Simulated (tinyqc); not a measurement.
Thermionic-field emission through a Schottky barrier, WKB: one step of the calculation.

Metal on an n-type semiconductor with one parabolic valley; V > 0 is forward bias (metal positive). Energies E are counted from the conduction edge of the neutral semiconductor, whose Fermi level lies at -xi; that of the metal lies at -xi - V. The barrier is a parabola of height Vd = phi - xi - V (depletion approximation, no image force).

Problem. Current density on a coarse grid. For E < Vd, ln T(E) = -(Vd/E00) [sqrt(1 - y) - y ln((1 + sqrt(1 - y))/sqrt(y))], y = E/Vd; T(E) = 1 above. J = A* T (q/kB) int_0^infinity T(E) N(E) dE, N = ln[(1 + exp((-xi - E)/Vt))/(1 + exp((-xi - V - E)/Vt))], A* = 4 pi q me m0 kB^2/h^3 (times 1e-4 for A/(cm^2 K^2)). Simpson's rule on nE equally spaced points from 0 to Eb.

Values chosen for this exercise; band and dielectric values close to those of cadmium telluride:
- T = 200 K (temperature)
- me = 0.0999 m0 (electron mass)
- V = 0.23 V (bias)
- nE = 13 (points of the energy grid)
- Eb = 0.92 eV (upper end of the energy grid)

Constants: q = 1.602176634e-19 C, kB = 1.380649e-23 J/K, h = 6.62607015e-34 J s, m0 = 9.1093837015e-31 kg, Vt = kB T/q. Results are converted to the units shown.

xi = -0.0031214177 eV
Vd = 0.81312142 V
E00 = 11.450814 meV

Wanted: E; T(E); N; T(E) N; J.

Solution.

E, point 0 to 12 (eV): [0.0000, 0.0767, 0.1533, 0.2300, 0.3067, 0.3833, 0.4600, 0.5367, 0.6133, 0.6900, 0.7667, 0.8433, 0.9200]
T(E), point 0 to 12: [1.448e-31, 1.067e-24, 6.401e-20, 5.539e-16, 1.255e-12, 9.759e-10, 3.005e-7, 3.952e-5, 0.002280, 0.05615, 0.5199, 1.000, 1.000]
N, point 0 to 12: [0.7878, 0.01392, 1.640e-4, 1.918e-6, 2.244e-8, 2.625e-10, 3.070e-12, 3.591e-14, 4.201e-16, 4.914e-18, 5.748e-20, 6.723e-22, 7.865e-24]
T(E) N, point 0 to 12: [1.141e-31, 1.486e-26, 1.050e-23, 1.062e-21, 2.817e-20, 2.561e-19, 9.225e-19, 1.419e-18, 9.577e-19, 2.759e-19, 2.989e-20, 6.723e-22, 7.865e-24]
J = 8.323e-12 A/cm^2

The integrand peaks at E = 0.537 eV among these points, 0.66 of the barrier height.

Range of the model: The depletion approximation, a parabolic band and the neglect of image-force lowering make these currents estimates at high doping.

tinyqc, about 0.06 s, one thread, Intel Xeon 2.30GHz (shared host): `OMP_NUM_THREADS=1 python tinyqc.py 2640126 2640127 out.jsonl`
